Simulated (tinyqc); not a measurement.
n-type polysilicon, carrier trapping at grain boundaries: one step of the calculation.

One-dimensional grains of size Lg, uniform ionised doping N, monovalent traps Qt at each boundary at a depth Et below (for electrons) or above (for holes) the band edge there, abrupt depletion of width W on each side of a boundary, Boltzmann statistics. xi is the distance from the band edge at the grain centre to the Fermi level. Trapped charge Qt/(1 + exp((xi + VB - Et)/Vt)) = 2 N W, barrier VB = q N W^2/(2 eps0 eps_r).

Problem. New W. Partly depleted grain, xi = Vt ln(NB/N): f = 1/(1 + exp((xi + VB - Et)/Vt)), g = Qt f - 2 N W, g' = -2 Qt f (1 - f) VB/(W Vt) - 2 N, W(new) = W - g/g'.

Parameters, values chosen for the exercise; values of the order met in polycrystalline silicon:
- T = 300 K (temperature)
- eps_r = 11.7 (relative permittivity)
- NB = 2.8e19 cm^-3 (conduction-band density of states at T)
- Qt = 8.2e11 cm^-2 (trap density of a grain boundary)
- Et = 0.47 eV (depth of the trap level from the majority band edge at the boundary)
- N = 3.6e18 cm^-3 (doping)

Constants: q = 1.602176634e-19 C, kB = 1.380649e-23 J/K, Vt = kB T/q, eps0 = 8.8541878128e-14 F/cm where lengths are in cm. Results are converted to the units shown.

W at the start = 0.68 nm

Give: VB; f; g; g'; W after iteration 1.

Solution.

VB = 0.001287 V
f = 1.000
g = 3.304e11 cm^-2
g' = -7.200e11 cm^-2/nm
W after iteration 1 = 1.139 nm

tinyqc, about 0.01 s, one thread, Intel Xeon 2.30GHz (shared host): `OMP_NUM_THREADS=1 python tinyqc.py 2830013 2830014 out.jsonl`
